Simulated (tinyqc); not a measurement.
# Gate work function from the charge

Problem. For an undoped double gate, Q = 8 eps0 eps_r Vt beta tan(beta)/ts with 0 < beta < pi/2, and at the source (Vg - dphi)/(2 Vt) - ln[(2/ts) sqrt(2 eps0 eps_r Vt/(q ni))] = ln(beta) - ln(cos beta) + 2 r beta tan(beta), r = eps_r tox/(eox ts). Find beta and dphi.

Inputs (values chosen for the exercise); material values close to those of gallium arsenide: temperature T = 400 K; relative permittivity of the semiconductor eps_r = 12.8; relative permittivity of the gate insulator eox = 7.58; insulator thickness tox = 2.5 nm; body thickness ts = 6 nm; gate voltage Vg = 1.77 V.

Constants: q = 1.602176634e-19 C, kB = 1.380649e-23 J/K, Vt = kB T/q, eps0 = 8.8541878128e-14 F/cm where lengths are in cm. Results are converted to the units shown.

Qs = 3919.6488 nC/cm^2
ni = 3.4695101e9 cm^-3

Answer. beta tan(beta) rises from 0 without bound on the interval, so the charge fixes beta; the second relation is then explicit in dphi. At this charge the surface density passes 0.3 Nc, so the classical Boltzmann model is only formal.

beta = 1.388
dphi = 0.1700 V

Computed by the program tinyqc: `OMP_NUM_THREADS=1 python tinyqc.py 2440040 2440041 out.jsonl`, one thread of a shared Intel Xeon 2.30GHz, about 0.01 s for the whole run.
